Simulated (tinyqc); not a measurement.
# Off-state leakage of single and stacked transistors: effects of single changes

n-channel devices of unit width. Subthreshold current I(Vg, Vs, Vd) = I0 (T/300 K)^0.5 exp[(Vg - Vs - VT(T) - gb (Vs - Vb) + dd (Vd - Vs))/(nf Vt)] (1 - exp(-(Vd - Vs)/Vt)), VT(T) = VT - cT (T - 300 K). Gate-edge tunnelling Ig (Vd/1 V) exp(ag (Vd - 1 V)), for a gate at 0 V, and band-to-band leakage Ab u exp(-Bb/u), u = Vd - Vb + 1 V, flow at a drain held at V; both are taken as independent of T. In a stack of off transistors (all gates at 0 V) the same subthreshold current passes through each.

Parameters, values chosen for the exercise; values of the order met in bulk silicon logic transistors: temperature T = 300 K; supply voltage V = 1 V; threshold at 300 K, zero drain and body bias VT = 0.43 V; fall of the threshold with temperature cT = 0.6 mV/K; current at threshold at 300 K I0 = 0.16 uA/um; slope factor nf = 1.43; drain-induced lowering per volt dd = 0.08; rise of the threshold per volt of source-body bias gb = 0.24; gate-edge tunnelling current at 1 V Ig = 1e-5 uA/um; exponential slope of the gate current ag = 4.2 1/V; prefactor of band-to-band leakage at the drain Ab = 10 uA/(um V); its exponential voltage Bb = 23 V; body voltage Vb = 0 V.

Constants: q = 1.602176634e-19 C, kB = 1.380649e-23 J/K, Vt = kB T/q. Results are converted to the units shown.

Each table varies one quantity; the others keep the values above.

## Subthreshold current against the height of the stack

All n gates at 0 V, bottom source at 0 V, top drain at V; node voltages follow from equal currents.

Result of one run:
```
n	I (nA/um)	reduction factor	drain voltage of the bottom device (mV)	source voltage of the top device (mV)	voltage across the top device (V)
5	3.9528e-4	31.297	8.2513	96.440	0.90356
```

What becomes of these results when the number of transistors in series n is changed from 5 to 2, all else the same?

Result of the changed run:
```
n	I (nA/um)	reduction factor	drain voltage of the bottom device (mV)	source voltage of the top device (mV)	voltage across the top device (V)
2	0.0014581	8.4846	59.885	59.885	0.94012
```

The whole series:
```
n	I (nA/um)	reduction factor	drain voltage of the bottom device (mV)	source voltage of the top device (mV)	voltage across the top device (V)
1	0.012371	1.0000	1000.0	0	1.0000
2	0.0014581	8.4846	59.885	59.885	0.94012
3	7.6821e-4	16.104	18.917	77.831	0.92217
4	5.2186e-4	23.706	11.467	88.661	0.91134
5	3.9528e-4	31.297	8.2513	96.440	0.90356
6	3.1819e-4	38.880	6.4502	102.52	0.89748
```

The second transistor cuts the current by a factor of 8.48, the third by a further 1.90 and the sixth by 1.24. The top device keeps 89.7 % of the supply at n = 6, while the drain voltage of the bottom one falls to 0.250 Vt.

## Leakage components against the supply voltage

Same model as above.

One transistor with Vg = Vs = 0, Vd = V; stack factor I(one)/I(two in series).

Leakage components against the supply voltage:
```
V (V)	subthreshold (nA/um)	gate edge (nA/um)	band-to-band (nA/um)	total (nA/um)	stack factor	largest part
0.5	0.0041928	6.1228e-4	0.0032878	0.0080929	3.6271	subthreshold
0.6	0.0052058	0.0011182	0.0091440	0.015468	4.2428	band-to-band
0.7	0.0064635	0.0019856	0.022631	0.031080	5.0003	band-to-band
0.8	0.0080251	0.0034537	0.050811	0.062289	5.9320	band-to-band
0.9	0.0099639	0.0059134	0.10508	0.12095	7.0773	band-to-band
1	0.012371	0.010000	0.20260	0.22497	8.4846	band-to-band
1.1	0.015360	0.016742	0.36784	0.39994	10.213	band-to-band
1.2	0.019071	0.027796	0.63397	0.68084	12.336	band-to-band
1.3	0.023679	0.045830	1.0442	1.1137	14.943	band-to-band
1.4	0.029400	0.075118	1.6528	1.7573	18.142	band-to-band
```

Read the table: what changes, and by how much?

As V goes from 0.5 to 1.4, the total leakage rises from 0.00809 to 1.76 nA/um. The subthreshold part leads at V = 0.5, the band-to-band part from 0.6 on. The reduction by a stack of two rises from 3.63 to 18.1, for the subthreshold part alone.

Numbers from tinyqc (`OMP_NUM_THREADS=1 python tinyqc.py 2242030 2242031 out.jsonl`; about 0.03 s on one thread of a shared Intel Xeon 2.30GHz).
